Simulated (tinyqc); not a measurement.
One-electron ion in a basis of Gaussians, step by step. One step of it, computed by the program tinyqc.

Question. Matrices over normalised Gaussians. With p = a_i + a_j and I(k) = Gamma((k+1)/2) / (2 p^((k+1)/2)): S = I(2l+2), T = (2l+3) a_i a_j S / p, V = -Z I(2l+1), each divided by sqrt(S_ii S_jj).

exponents of r^l exp(-a r^2) (1/bohr^2): [2.053000, 7.627000]

Z = 4

l = 0

Give: S; T; V.

Answer.

S:
$$\begin{pmatrix}
1.0000 & 0.7392 \\
0.7392 & 1.0000
\end{pmatrix}$$

T (hartree):
$$\begin{pmatrix}
3.0795 & 3.5874 \\
3.5874 & 11.4405
\end{pmatrix}$$

V (hartree):
$$\begin{pmatrix}
-9.1459 & -10.3811 \\
-10.3811 & -17.6282
\end{pmatrix}$$
